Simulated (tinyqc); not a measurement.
CMOS inverter, nodal equation and switching: one step of the calculation.

An n-channel pull-down (bn, VTn) and a p-channel pull-up (bp, VTp) share the input Vin and the output node Vout, which carries the load C. Transistor (EKV form, voltages against the body): I = 2 n b Vt^2 [F(vp - Vs) - F(vp - Vd)] from drain to source, F(v) = ln^2(1 + exp(v/(2 Vt))), vp = (Vg - VT + sg |Vd - Vs|)/n. n-channel bodies are at 0; for the p-channel device all voltages are counted down from Vdd. b in uA/V^2 gives I in uA. Static: In = Ip. Transient: C dVout/dt = Ip - In. No velocity saturation, no gate capacitance beyond C.

Task. Delays and energy. For a step input the delay to Vdd/2 is tHL = C times the integral of dV/(In - Ip) from Vdd/2 to Vdd at Vin = Vdd, and tLH likewise with Ip - In from 0 to Vdd/2 at Vin = 0. Energy drawn for one full cycle of the output: C Vdd^2. Leakage power: Vdd times the mean of the supply currents at Vin = 0 and Vdd.

Parameters, values chosen for the exercise: temperature T = 300 K; supply voltage Vdd = 0.5 V; slope factor n = 1.23; drain-induced barrier lowering sg = 0.113; n-channel threshold VTn = 0.33 V; p-channel threshold (magnitude) VTp = 0.39 V; gain factor of the pull-down transistor bn = 240 uA/V^2; gain factor of the pull-up transistor bp = 480 uA/V^2; load capacitance C = 0.56 fF.

Constants: q = 1.602176634e-19 C, kB = 1.380649e-23 J/K, Vt = kB T/q. Results are converted to the units shown.

Wanted: tHL; tLH; energy; leakage power.

Result.

tHL = 31.29 ps
tLH = 28.95 ps
energy = 0.1400 fJ
leakage power = 0.02337 nW

Numbers from tinyqc (`OMP_NUM_THREADS=1 python tinyqc.py 2340022 2340023 out.jsonl`; about 0.04 s on one thread of a shared Intel Xeon 2.30GHz).
